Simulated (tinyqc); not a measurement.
Closable height against the size of the gap: wafer bonding and layer transfer: bond energy, gap closing, particles, bonding of dissimilar wafers and hydrogen blisters. Computed by tinyqc, a small Python program. Command: `OMP_NUM_THREADS=1 python tinyqc.py 3027846 3027847 out.jsonl bond walk`. One thread of a shared host (Intel(R) Xeon(R) Processor @ 2.30GHz), about 0.01 s of CPU time with the checks.

gamma is the energy per area of each of the two surfaces; plates are isotropic, and both wafers have E1 and t1.

Inputs (values chosen for the exercise, for model wafers):
```
quantity,value,unit
Young's modulus E1,163,GPa
Poisson ratio nu,0.28,-
thickness t1,775,micrometre
blade thickness t_b,100,micrometre
crack length L,14.3,mm
```

Pair: two equal wafers.

Method. Two cantilevers opened by t_b: gamma = 3 t_b^2 E1 t1^3 E2 t2^3/(16 L^4 (E1 t1^3 + E2 t2^3)). E' = E1/(1 - nu^2), equal wafers of thickness t1 assumed. A gap of radius R closes if h_g < h_c: h_c = R^2/sqrt((2/3) E' t1^3/gamma) for R > 2 t1 (plate bending), h_c = 3.6 sqrt(R gamma/E') for R < 2 t1 (local deformation).

bond energy gamma = 1.70106 J/m^2

Gap closing:
```
R (mm),regime,h_c (nm),slope h_c/R
1.00e-04,local,3.5305e+00,0.035305
1.00e-03,local,1.1165e+01,0.011165
1.00e-02,local,3.5305e+01,0.003531
1.00e-01,local,1.1165e+02,0.001116
5.00e-01,local,2.4965e+02,0.000499
2.00e+00,plate,7.0419e+02,0.000352
5.00e+00,plate,4.4012e+03,0.000880
2.00e+01,plate,7.0419e+04,0.003521
5.00e+01,plate,4.4012e+05,0.008802
```

What follows from these numbers?

Roughness of 100 nm scale may be 3.5 nm in half height, waviness of radius 5 cm as much as 440 micrometre: h_c goes as R^(1/2) when the wafer deforms locally and as R^2 when it bends. The allowed slope is least near R = 2 t1, so defects about 4 t1 wide are the hardest to close; bow matters little.

Extremes, crossings and ranges named in words are read from the listed rows.
